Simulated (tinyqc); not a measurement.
What each parameter does: thin-body film or fin with hard walls, valleys of the Si type.

Six ellipsoidal valleys with their long axes along the cube axes, mass ml along the axis and mt across it. For a valley whose axis makes the angle theta with the surface normal, 1/m_z = cos^2(theta)/ml + sin^2(theta)/mt sets the confinement; in the plane the masses are m_1 = mt and m_2 = ml mt/m_z, and m_d = sqrt(m_1 m_2).

A film of thickness t between hard walls, flat band inside: E_n = c (n pi/t)^2/m_z above the bulk edge, c = hbar^2/2m0. Without degeneracy the sheet density is N2 exp((EF - Ec)/kB T) with N2 = sum_i g m_d/(2 pi c) kB T exp(-E_i/kB T) over n = 1 to 40 of each group; a classical film has t Nc with Nc = 2 g_all (m_dos kB T/(4 pi c))^(3/2), m_dos = (ml mt^2)^(1/3). The threshold shift is dVt = kB T ln(t Nc/N2).

Constants: hbar^2/2m0 = 3.80998211 eV angstrom^2; kB = 8.617333262e-05 eV/K.

Inputs chosen for the exercise (near those of Si; not measured data): ml = 0.932 m0 (longitudinal mass); mt = 0.186 m0 (transverse mass); face = 111 (face of the film or side wall of the fin); T = 300 K (temperature); t = 34 angstrom (body thickness); g_all = 6 (number of valleys).

E1 is the lowest level, and the share is that of its group in N2.

One parameter was then changed.

Results before and after:

| case | E1 (eV) | share (%) | dVt (mV) | Nc (1e19/cm^3) |
|---|---|---|---|---|
| base | 0.1282 | 100.0 | 104.4 | 2.704 |
| changed | 0.1282 | 100.0 | 102.8 | 3.407 |

Which of these changes was made? (a) ml = 0.839 m0; (b) mt = 0.167 m0; (c) t = 30 angstrom; (d) T = 350 K.
Answer: (d) T = 350 K. Of the candidates, run in turn, only this one gives the changed row.

All candidates:

| case | E1 (eV) | share (%) | dVt (mV) | Nc (1e19/cm^3) |
|---|---|---|---|---|
| base | 0.1282 | 100.0 | 104.4 | 2.704 |
| t = 30 angstrom | 0.1647 | 100.0 | 137.6 | 2.704 |
| T = 350 K | 0.1282 | 100.0 | 102.8 | 3.407 |
| ml = 0.839 m0 | 0.1295 | 100.0 | 105.6 | 2.565 |
| mt = 0.167 m0 | 0.1415 | 100.0 | 116.4 | 2.427 |

Run: tinyqc, `OMP_NUM_THREADS=1 python tinyqc.py 1252113 1252114 out.jsonl`; Intel(R) Xeon(R) Processor @ 2.30GHz, one thread, shared host; about 0.01 s of CPU time with all checks.
